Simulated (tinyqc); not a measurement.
From results back to parameters: hydrogenic donor in a hard-walled well (variational).

Problem. The binding energy was computed from a hidden position zi >= 0.

Trial function cos(pi z/L) exp(-r/lam), r measured from the donor at zi, walls at +/- L/2, one eps everywhere. Counted from the lowest subband, E(lam) = c/(m lam^2) - (q/eps) I0/I1, with I0 the integral of cos^2(pi z/L) exp(-2|z - zi|/lam) over the well and I1 the same with the factor (|z - zi| + lam/2); c = hbar^2/2m0, q = e^2/(4 pi eps0). The binding energy is -E at the minimum.

Constants: hbar^2/2m0 = 3.80998211 eV angstrom^2; e^2/(4 pi eps0) = 14.39964547 eV angstrom.

Inputs chosen for the exercise (out of a larger set: near those of GaN; not measured data): m = 0.198 m0 (mass); eps = 9.1 (dielectric constant); L = 109 angstrom (well width).

binding energy = 40.1326 meV

Find: zi; 2 zi/L.

Solution. The binding falls steadily from the centre to the wall, so bisection in zi, with the minimum over lam at each step, finds one position.

zi = 17.0 angstrom
2 zi/L = 0.31

Computed by tinyqc, a small Python program: `OMP_NUM_THREADS=1 python tinyqc.py 1281063 1281064 out.jsonl` (the numbers bound the seed that draws the inputs); one thread of a shared host (Intel(R) Xeon(R) Processor @ 2.30GHz), about 0.05 s for the whole set of steps.
